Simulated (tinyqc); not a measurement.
## Field, mass and barrier from the scaled variables

Question. A barrier edge falls as U0 - F x over a width d with F = V/d. With e = (C F^2/m1)^(1/3), C = hbar^2/(2 m0), the Airy arguments at its edges are z1 = (U0 - E)/e and z2 = (U0 - V - E)/e. Find e, m1 and U0.

Parameters, values chosen for the exercise:
```
symbol  value  unit                     meaning
E        0.75    eV             electron energy
d         2.8    nm               barrier width
V           1     V  voltage across the barrier
```

Constants: q = 1.602176634e-19 C, hbar = 1.054571817e-34 J s, m0 = 9.1093837015e-31 kg, hbar^2/(2 m0) = 0.0380998212 eV nm^2. Results are converted to the units shown.

z1 and z2: 5.4260607  1.6579630

Answer. z1 - z2 = V/e gives e, its definition gives m1, and U0 = E + z1 e.

e = 0.265 eV
m1 = 0.260 m0
U0 = 2.19 eV

tinyqc, about 0.01 s, one thread, Intel Xeon 2.30GHz (shared host): `OMP_NUM_THREADS=1 python tinyqc.py 2580008 2580009 out.jsonl`
